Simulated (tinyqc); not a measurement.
Nuclear against electronic stopping over energy: ion implantation: universal nuclear stopping, Lindhard-Scharff electronic stopping and a Gaussian range profile. Computed by tinyqc, a small Python program. Command: `OMP_NUM_THREADS=1 python tinyqc.py 3006716 3006717 out.jsonl implant walk`. One thread of a shared host (Intel(R) Xeon(R) Processor @ 2.30GHz), about 0.06 s of CPU time with the checks.

An ion slows by elastic collisions with screened nuclei and by friction with electrons; channelling is ignored and the target is uniform.

Inputs (values chosen for the exercise, modelled on silicon ions in aluminium):
```
quantity,value,unit
ion atomic number Z1,14,-
ion mass M1,28,u
target atomic number Z2,13,-
target mass M2,26.98,u
target density N,60.2,1/nm^3
scale factor of electronic stopping k,1.3,-
```

Method:
- Reduced energy eps = 32.53 M2 E/(Z1 Z2 (M1 + M2)(Z1^0.23 + Z2^0.23)), E in keV; s_n = ln(1 + 1.1383 eps)/(2 (eps + 0.01321 eps^0.21226 + 0.19593 eps^0.5)) for eps up to 30 and ln(eps)/(2 eps) above; S_n = 8.462 Z1 Z2 M1 s_n/((M1 + M2)(Z1^0.23 + Z2^0.23)) in 1e-15 eV cm^2.
- S_e = k 3.83 Z1^(7/6) Z2/(Z1^(2/3) + Z2^(2/3))^(3/2) sqrt(E/M1) in 1e-15 eV cm^2, E in keV.
- Path length R = int_0^E dE'/(N (S_n + S_e)); energy lost to nuclei nu = int_0^E S_n/(S_n + S_e) dE' (both with E' = E y^3 and 64 Gauss-Legendre points in y).

Stopping (1e-15 eV cm^2) and range:
```
E (keV),eps,S_n,S_e,R (nm),nu/E
1,2.4104e-02,48.208,6.96,5.56,0.88485
2,4.8209e-02,58.651,9.85,8.23,0.87473
5,1.2052e-01,70.342,15.57,14.59,0.85167
10,2.4104e-01,75.304,22.02,23.59,0.82342
20,4.8209e-01,74.902,31.15,39.81,0.78090
50,1.2052e+00,64.909,49.24,84.78,0.69162
100,2.4104e+00,52.104,69.64,155.18,0.59188
200,4.8209e+00,38.244,98.49,283.87,0.46818
500,1.2052e+01,22.722,155.73,600.78,0.29891
```

What follows from these numbers?

Nuclear stopping peaks near 10 keV among these rows (eps = 0.24; the universal curve peaks near 0.3). Electronic stopping overtakes it between 50 and 100 keV. The path length grows as E^0.56 at the low end and E^0.82 at the high end; constant stopping would give E^1, and stopping that rises with E, be it nuclear (below its peak) or electronic, gives a lower exponent.

Extremes, crossings and ranges named in words are read from the listed rows.
